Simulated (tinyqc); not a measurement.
# Band bending at a free surface with a continuum of surface states, surface photovoltage and Kelvin probe: several studies

n-type bulk, xi = Ec - EF = Vt ln(Nc/Nd), p0 = ni^2/Nd, ni = sqrt(Nc Nv) exp(-Eg/(2 Vt)), Eg in volts. b is the upward band bending, u = b/Vt. Space charge per area, in units of q: Qc = sign(b) sqrt((2 eps0 eps_r Vt/q) [(Nd + dn)(exp(-u) - 1) + Nd u + (p0 + dn)(exp(u) - 1)]), with dn the excess density under light (flat quasi-Fermi levels; 0 in the dark). The states hold -Ds (E0 - xi - b): negative while the Fermi level lies above the neutrality level. Neutrality: Qc + Qf + (charge of the states) = 0.

Values chosen for this exercise; band and dielectric values close to those of silicon: temperature T = 350 K; band gap Eg = 1.12 eV; relative permittivity eps_r = 11.5; conduction-band density of states at T Nc = 3.47e19 cm^-3; valence-band density of states at T Nv = 3.33e19 cm^-3; electron affinity chi = 3.97 eV; donor density Nd = 1.2e16 cm^-3; fixed positive charge at the surface Qf = 0 cm^-2; work function of the probe tip pt = 5.08 eV; density of surface states Ds = 2.9e12 cm^-2 eV^-1; depth of their neutrality level below the conduction edge E0 = 0.58 eV.

Constants: q = 1.602176634e-19 C, kB = 1.380649e-23 J/K, Vt = kB T/q, eps0 = 8.8541878128e-14 F/cm where lengths are in cm. Results are converted to the units shown.

Each table varies one quantity; the others keep the values above.

## Kelvin-probe contrast of the doping

Work function chi + xi + b; contact potential difference CPD = (work function of the sample) - pt. b solves the neutrality condition in the dark.

Kelvin-probe contrast of the doping:

| Nd (cm^-3) | xi (eV) | b (V) | CPD (mV) |
|---|---|---|---|
| 1.3e14 | 0.3768 | 0.1974 | -535.7 |
| 5.6e14 | 0.3328 | 0.2341 | -543.1 |
| 2.3e15 | 0.2902 | 0.2615 | -558.4 |
| 9.5e15 | 0.2474 | 0.2735 | -589.1 |
| 3.9e16 | 0.2048 | 0.2590 | -646.1 |
| 1.6e17 | 0.1622 | 0.2095 | -738.3 |
| 6.7e17 | 0.1191 | 0.1348 | -856.1 |
| 2.8e18 | 0.07592 | 0.07156 | -962.5 |

What does the comparison show?

xi falls by 301 mV over the table and the CPD by 427 mV; b goes from 0.197 through a maximum of 0.273 (at Nd = 9.5e15 cm^-3 among the rows listed) to 0.0716 V. Between the first two rows the CPD follows 16.8 % of the change of xi, and between the last two 247 %. It is below 100 % where b rises with the doping (pinning hides it). It exceeds 100 % where b falls as the doping rises.

## Pinning by the surface states

Same model as above.

Pinning by the surface states:

| Ds (cm^-2 eV^-1) | b (V) | xi + b (eV) | Qc (cm^-2) |
|---|---|---|---|
| 2.4e10 | 0.005192 | 0.2456 | 8.027e9 |
| 6.7e10 | 0.01480 | 0.2552 | 2.176e10 |
| 1.8e11 | 0.04141 | 0.2818 | 5.368e10 |
| 5.1e11 | 0.1153 | 0.3557 | 1.144e11 |
| 1.4e12 | 0.2185 | 0.4589 | 1.695e11 |
| 3.9e12 | 0.2887 | 0.5291 | 1.986e11 |
| 1.1e13 | 0.3205 | 0.5609 | 2.104e11 |
| 2.9e13 | 0.3322 | 0.5726 | 2.146e11 |
| 8.1e13 | 0.3370 | 0.5773 | 2.163e11 |

Read the table: what changes, and by how much?

b rises from 0.00519 to 0.337 V. The Fermi level moves towards E0 = 0.58 eV and is within 2.67 meV of it in the last row; it is half-way there at the Ds that solves Ds b = Qc(b) + Qf with b = (E0 - xi)/2, 8.60e11 cm^-2 eV^-1.

## Photovoltage against injection

Same model as above.

Under chopped light the surface charge keeps its dark value, so b falls to bL with Qc(bL, dn) = Qc(b, 0); the photovoltage is b - bL.

Photovoltage against injection:

| dn (cm^-3) | bL (V) | photovoltage (mV) | share of b removed (%) |
|---|---|---|---|
| 1.2e7 | 0.27323 | 2.5929e-4 | 9.4898e-5 |
| 2.1e8 | 0.27323 | 0.0045370 | 0.0016605 |
| 3.7e9 | 0.27316 | 0.079739 | 0.029183 |
| 6.6e10 | 0.27187 | 1.3631 | 0.49888 |
| 1.2e12 | 0.25773 | 15.505 | 5.6747 |
| 2e13 | 0.21356 | 59.677 | 21.841 |
| 3.6e14 | 0.14887 | 124.36 | 45.515 |
| 6.3e15 | 0.079638 | 193.60 | 70.854 |
| 1.1e17 | 0.026852 | 246.38 | 90.173 |

What does the comparison show?

The photovoltage rises from 2.59e-4 to 246 mV, towards the full b = 273 mV. Its steepest rise is 55.7 mV a decade (Vt ln 10 = 69.4 mV), and it reaches 90.2 % of b in the last row: even strong light does not flatten the bands fully, so a saturation reading understates b. For dn = 1.1e17 the injection is high, and a Dember voltage, left out here, adds to the signal.

Program tinyqc, `OMP_NUM_THREADS=1 python tinyqc.py 2430030 2430031 out.jsonl`; Intel Xeon 2.30GHz, shared host, one thread, about 0.01 s.
